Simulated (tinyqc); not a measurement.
Lifetime against injection: carrier lifetime from Shockley-Read-Hall, radiative, Auger and surface recombination. Computed by tinyqc, a small Python program. Command: `OMP_NUM_THREADS=1 python tinyqc.py 3020954 3020955 out.jsonl lifetime walk`. One thread of a shared host (Intel(R) Xeon(R) Processor @ 2.30GHz), about 0.02 s of CPU time with the checks.

Energies are counted from the top of the valence band. Boltzmann statistics, full ionisation, and equal excess densities of electrons and holes.

Inputs (values chosen for the exercise, with bands modelled on InP):
```
quantity                          value    unit
gap E_g                            1.37      eV
electron mass m_e                0.0809     m_0
valleys M_c                           1       -
hole mass m_h                     0.591     m_0
temperature T                       400       K
doping N                        1.7e+18   cm^-3
trap level E_t                     1.02      eV
trap density N_t                9.2e+11   cm^-3
electron cross-section sigma_n  5.3e-15    cm^2
hole cross-section sigma_p      5.1e-16    cm^2
radiative coefficient B         4.4e-10  cm^3/s
Auger coefficient C_n           1.3e-30  cm^6/s
Auger coefficient C_p           1.6e-31  cm^6/s
```

Doping: p-type. Surface term: none.

Constants: m_0 = 9.1093837015e-31 kg; k_B = 1.380649e-23 J/K; h = 6.62607015e-34 J s; k_B = 8.617333262e-05 eV/K.

Method:
- N_c = 2 M_c (2 pi m_e k_B T/h^2)^(3/2) and N_v = 2 (2 pi m_h k_B T/h^2)^(3/2), masses in units of m_0.
- n_i = sqrt(N_c N_v) exp(-E_g/2 k_B T); majority density N/2 + sqrt(N^2/4 + n_i^2), minority density n_i^2 over it.
- v = sqrt(3 k_B T/m) with m_e or m_h; tau_n0 = 1/(sigma_n v_n N_t), tau_p0 = 1/(sigma_p v_p N_t); n1 = N_c exp(-(E_g - E_t)/k_B T), p1 = N_v exp(-E_t/k_B T).
- With n = n_0 + dn, p = p_0 + dn and U/dn = 1/tau: (n p - n_i^2)/dn = n_0 + p_0 + dn = s; 1/tau_SRH = s/[tau_p0 (n + n1) + tau_n0 (p + p1)]; 1/tau_rad = B s; 1/tau_Aug = (C_n n + C_p p) s; the rates add.
- Rows stop below half the smaller effective density of states.

N_c = 8.89002e+17 cm^-3

N_v = 1.75534e+19 cm^-3

n_0 = 50.3008 cm^-3

p_0 = 1.70e+18 cm^-3

tau_p0 = 1.21492e-04 s

n1 = 3.46017e+13 cm^-3

tau_n0 = 4.32537e-06 s

p1 = 2.47131e+06 cm^-3

Lifetimes (s):
```
dn (cm^-3)         SRH   radiative       Auger   effective  radiative efficiency  fastest channel
1.00e+10    4.3278e-06  1.3369e-09  2.1626e-06  1.3357e-09               0.99907        radiative
1.00e+11    4.3278e-06  1.3369e-09  2.1626e-06  1.3357e-09               0.99907        radiative
1.00e+12    4.3279e-06  1.3369e-09  2.1626e-06  1.3357e-09               0.99907        radiative
1.00e+13    4.3286e-06  1.3369e-09  2.1625e-06  1.3357e-09               0.99907        radiative
1.00e+14    4.3350e-06  1.3368e-09  2.1613e-06  1.3356e-09               0.99907        radiative
1.00e+15    4.3993e-06  1.3361e-09  2.1498e-06  1.3349e-09               0.99908        radiative
1.00e+16    5.0383e-06  1.3291e-09  2.0405e-06  1.3279e-09               0.99909        radiative
1.00e+17    1.1077e-05  1.2626e-09  1.3291e-06  1.2613e-09               0.99894        radiative
```

What does the comparison show, and why?

tau_SRH goes from 4.33e-6 s at low injection (the minority capture time, 4.33e-6 s) to 1.11e-5 s in the last row; at high injection it tends to tau_n0 + tau_p0 = 1.26e-4 s. Ruling channel by row: radiative from 1e10 cm^-3.
